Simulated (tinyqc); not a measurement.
## Trap density from one capacitance

Question. Traps spread evenly through the insulator exchange electrons with the semiconductor by tunnelling, with tau(x) = t0 exp(2 ka x) at depth x from the interface. The admittance per area Y seen at depth x obeys dY/dx = -Y^2/(i w eps0 eox) + q Nb ln(1 + i w tau)/tau, with Y(0) = i w Cs and w = 2 pi f; the gate sees Y(tox) = G + i w C. Working variable y = Y/(i w), in uF/cm^2. Cox = eps0 eox/tox. Find Nb and G/w.

Inputs (values chosen for the exercise): relative permittivity of the insulator eox = 18.9; insulator thickness tox = 7.1 nm; semiconductor capacitance in accumulation Cs = 4.6 uF/cm^2; decay constant of the wave function in the insulator ka = 5.2 1/nm; time constant of a trap at the interface t0 = 6e-10 s; frequency f = 100 Hz.

Constants: q = 1.602176634e-19 C, eps0 = 8.8541878128e-14 F/cm where lengths are in cm. Results are converted to the units shown.

C = 1.6022881 uF/cm^2

Answer. C rises steadily with Nb, so one density matches; in practice ka and t0 must come from the frequency dependence.

Nb = 1.100e19 cm^-3 eV^-1
G/w = 0.005779 uF/cm^2

Program tinyqc, `OMP_NUM_THREADS=1 python tinyqc.py 2202157 2202158 out.jsonl`; Intel Xeon 2.30GHz, shared host, one thread, about 0.5 s.
